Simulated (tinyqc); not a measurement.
Inside a calculation. Method: extended Hueckel theory, for BeH2. One step of it, computed by the program tinyqc.

Problem. Mulliken analysis. P = C n C^T; charge = valence electrons (Be 2, H 1) minus the sum of (P S)_ii on the atom; overlap population = 2 sum P_ij S_ij between two atoms.

coefficients:
```
              MO1        MO2       MO3        MO4        MO5        MO6
1Be 2s   0.394983   0.000000  0.000000   0.000000   1.183192   0.000000
1Be 2px  0.000000   0.000000  0.253968   0.967213   0.000000   0.000000
1Be 2py  0.000000   0.235534  0.000000   0.000000   0.000000   1.496386
1Be 2pz  0.000000   0.000000  0.967213  -0.253968   0.000000   0.000000
2H 1s    0.498134   0.580047  0.000000   0.000000  -0.715909  -0.915202
3H 1s    0.498134  -0.580047  0.000000   0.000000  -0.715909   0.915202
```

occupations: 2.000000  2.000000  0.000000  0.000000  0.000000  0.000000

overlap S, lower triangle:
```
           1Be 2s   1Be 2px    1Be 2py   1Be 2pz     2H 1s     3H 1s
1Be 2s   1.000000
1Be 2px  0.000000  1.000000
1Be 2py  0.000000  0.000000   1.000000
1Be 2pz  0.000000  0.000000   0.000000  1.000000
2H 1s    0.427458  0.000000   0.525053  0.000000  1.000000
3H 1s    0.427458  0.000000  -0.525053  0.000000  0.022763  1.000000
```

Give: charges; Overlap populations.

Solution.

charges: 1Be 0.9537, 2H -0.4768, 3H -0.4768

Overlap populations:
```
pair      value
2-1    0.623350
3-1    0.623350
3-2   -0.008041
```
